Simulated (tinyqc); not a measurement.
Nudged elastic band on a two-dimensional model surface: one step, computed by the program tinyqc.

V(x, y) = -A (cos kx + cos ky) - B cos kx cos ky + (C sin ky + S sin kx)(1 - cos kx), k = 2 pi/a; the atom hops from the minimum at (0, 0) to that at (a, 0).

Problem. Iteration 2. Tangent at image i: towards the higher neighbour if the energies rise or fall through i; at a maximum or minimum, tau = t+ dmax + t- dmin if V(i+1) > V(i-1), else t+ dmin + t- dmax, with t+ = R(i+1) - R(i), t- = R(i) - R(i-1) and dmax, dmin the larger and smaller of |V(i+1) - V(i)| and |V(i-1) - V(i)|; then normalise. Force F = -grad V + (grad V.tau) tau + k_s (|t+| - |t-|) tau. With a climbing image, the highest image feels instead F = -grad V + 2 (grad V.tau) tau and no spring. Update R(new) = R + eta F; the end points stay fixed.

Inputs (values chosen for the exercise, for a model surface):
```
quantity              value           unit
amplitude A            0.24             eV
amplitude B          -0.042             eV
skew C                0.032             eV
asymmetry S           0.021             eV
period a                3.2       angstrom
spring constant k_s     0.3  eV/angstrom^2
step factor eta        0.59  angstrom^2/eV
```

Surface: adatom on a square lattice. Climbing image: on.

images after iteration 1 (angstrom):
```
                x          y
image 1  0.640000  -0.025615
image 2  1.387624  -0.067062
image 3  1.920000  -0.067062
image 4  2.560000  -0.025615
```

positions (angstrom):
```
               x          y
start   0.000000   0.000000
end     3.200000   0.000000
saddle  1.493802  -0.112821
```

Give: unit tangents; forces; images after iteration 2.

Solution.

unit tangents:
```
            x      y
image 1  1.00  -0.06
image 2  1.00  -0.01
image 3  1.00   0.00
image 4  1.00   0.06
```

forces (eV/angstrom):
```
              x        y
image 1  0.0300  -0.0455
image 2  0.0876  -0.0500
image 3  0.0327  -0.0420
image 4  0.0024  -0.0416
```

images after iteration 2 (angstrom):
```
            x      y
image 1  0.66  -0.05
image 2  1.44  -0.10
image 3  1.94  -0.09
image 4  2.56  -0.05
```
